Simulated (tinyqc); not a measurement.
Balance functions: hot carriers by balance equations with a heated Maxwellian. Computed by tinyqc, a small Python program. Command: `OMP_NUM_THREADS=1 python tinyqc.py 3022360 3022361 out.jsonl hot walk`. One thread of a shared host (Intel(R) Xeon(R) Processor @ 2.30GHz), about 0.02 s of CPU time with the checks.

The carriers follow a Maxwellian at an electron temperature T_e, slightly displaced; the drift energy is neglected against k_B T_e. The balance averages the rate, not the time, so mu_0 lies below the relaxation-time value.

Inputs (values chosen for the exercise, modelled on holes in silicon):

| quantity | value | unit |
|---|---|---|
| effective mass m | 0.511 | m_0 |
| density rho | 2329 | kg/m^3 |
| sound velocity v_l | 9090 | m/s |
| acoustic deformation potential D_A | 5 | eV |
| phonon energy hbar w | 65.2 | meV |
| optical or intervalley deformation potential D_o | 9.3 | 1e8 eV/cm |
| final valleys Z_f | 1 | - |
| lattice temperature T | 150 | K |

Band: parabolic. Solver: Newton.

Constants: k_B = 8.617333262e-05 eV/K; k_B = 1.380649e-23 J/K; e = 1.602176634e-19 C; hbar = 1.054571817e-34 J s; m_0 = 9.1093837015e-31 kg; hbar = 6.582119569e-16 eV s.

Method:
- Parabolic band: E = hbar^2 k^2/(2 m), speed v = hbar k/m, states per spin, volume and energy g(E) = m k/(2 pi^2 hbar^2). Masses are multiplied by m_0 and all formulas are in SI units.
- Phonon occupation N_q = 1/(exp(hbar w/(k_B T)) - 1).
- Acoustic deformation potential (elastic, equipartition, absorption and emission together): 1/tau = 2 pi k_B T D_A^2 g(E)/(hbar rho v_l^2).
- Optical or intervalley deformation potential: 1/tau = (pi Z_f D_o^2/(rho w)) [N_q g(E + hbar w) + (N_q + 1) g(E - hbar w)], with g = 0 below the band edge.
- Averages over the Maxwellian, <y> = int y x^(1/2) exp(-x) dx / int x^(1/2) exp(-x) dx with x = E/(k_B T_e), split at x_0 = hbar w/(k_B T_e): 64 Gauss-Legendre points in sqrt(x) below it and 128 in sqrt(x - x_0) above it, up to x = 32. Momentum balance: mu(T_e) = e/(m nu), nu = <x (sum of rates)>/<x>. Power lost per carrier: P(T_e) = hbar w <emission rate - absorption rate> + <(2 m v_l^2/(k_B T)) (E - 2 k_B T) acoustic rate>.
- The field that sustains T_e follows from e mu F^2 = P.

Against the electron temperature:

| T_e (K) | mu (cm^2/(V s)) | P optical (1e9 eV/s) | P acoustic (1e9 eV/s) | F (kV/cm) | drift velocity (1e7 cm/s) |
|---|---|---|---|---|---|
| 165 | 3769.5 | 1.6923e+00 | 4.1285e-02 | 0.678 | 0.2556 |
| 195 | 2847.6 | 6.5413e+00 | 1.3464e-01 | 1.531 | 0.4360 |
| 240 | 1979.5 | 1.7215e+01 | 2.9875e-01 | 2.974 | 0.5888 |
| 300 | 1365.0 | 3.6319e+01 | 5.5668e-01 | 5.198 | 0.7095 |
| 450 | 772.9 | 9.5689e+01 | 1.3636e+00 | 11.206 | 0.8661 |
| 750 | 454.3 | 2.1660e+02 | 3.5208e+00 | 22.012 | 1.0000 |
| 1200 | 313.7 | 3.6687e+02 | 7.7936e+00 | 34.558 | 1.0841 |
| 1800 | 239.8 | 5.2286e+02 | 1.4999e+01 | 47.359 | 1.1357 |

What follows from these numbers?

Optical phonons take 98 % of the power in the first row and 97 % in the last. The velocity grows as F^0.66 at first and as F^0.15 at the end, so it levels off; if optical phonons alone set both balances the limit at high T_e would be sqrt(3 hbar w tanh(hbar w/2 k_B T)/(4 m)) = 1.29 in the same unit. Rows above 1400 K (k_B T_e > 0.12 eV) stretch the parabolic band.
